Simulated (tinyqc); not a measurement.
Effective-mass impurity with a central-cell term, in a basis of Slater functions: one step, computed by the program tinyqc.

The envelope obeys H = -nabla^2 - (2/r) [Z + A exp(-kappa r)] in effective units, with kappa = a*/lambda; positive A deepens the well near the core.

Problem. Generalised eigenproblem. (T + V + W) c = E S c with c^T S c = 1 and the largest component positive.

Inputs (values chosen for the exercise, with mass and screening modelled on GaP): charge Z of the core = 2.

Impurity: donor, one isotropic band.

kinetic T (Ry*):
```
           1          2          3
1     0.3025  0.5191329  0.6241947
2  0.5191329   1.334025   2.289376
3  0.6241947   2.289376   5.883050
```

Coulomb V (Ry*):
```
           1          2          3
1       -2.2  -2.786687  -2.784492
2  -2.786687      -4.62  -5.852043
3  -2.784492  -5.852043     -9.702
```

central cell W (Ry*):
```
             1            2           3
1  -0.02713983  -0.07313669  -0.1762155
2  -0.07313669   -0.1984678  -0.4841126
3   -0.1762155   -0.4841126   -1.207198
```

overlap S:
```
          1         2         3
1  1.000000  0.817210  0.467903
2  0.817210  1.000000  0.817210
3  0.467903  0.817210  1.000000
```

Give: two lowest levels; coefficients of the lowest state; <T>; <W>.

Solution.

two lowest levels (Ry*): -5.032  -1.074

coefficients of the lowest state: 0.056  -0.109  1.062

<T> = 6.194 Ry*

<W> = -1.273 Ry*

Caution: the effective Bohr radius is only a few bond lengths, so the envelope approximation is rough.
